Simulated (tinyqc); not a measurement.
# Fermi-level pinning from two metals

Problem. Cowley-Sze model with the space charge neglected: phiB = S (phiM - chi) + (1 - S)(Eg - phi0), S = 1/(1 + q Dit dl/(eps0 ei)), dl in cm. Find S, phi0 and Dit.

Parameters, values chosen for the exercise; band and dielectric values close to those of cadmium telluride:
```
symbol,value,unit,meaning
Eg,1.48,eV,band gap
chi,4.28,eV,electron affinity
dl,0.5,nm,thickness of the interfacial layer
ei,2,,relative permittivity of the interfacial layer
```

Constants: q = 1.602176634e-19 C, eps0 = 8.8541878128e-14 F/cm where lengths are in cm. Results are converted to the units shown.

barriers for metals with phiM = 4.54 and 5.47 eV (eV): 0.68290223  1.0429036

Solution. S is the slope of phiB against phiM; either barrier then gives phi0, and S gives Dit.

S = 0.387
phi0 = 0.530 eV
Dit = 3.50e13 cm^-2 eV^-1

tinyqc, about 0.08 s, one thread, Intel Xeon 2.30GHz (shared host): `OMP_NUM_THREADS=1 python tinyqc.py 2020107 2020108 out.jsonl`
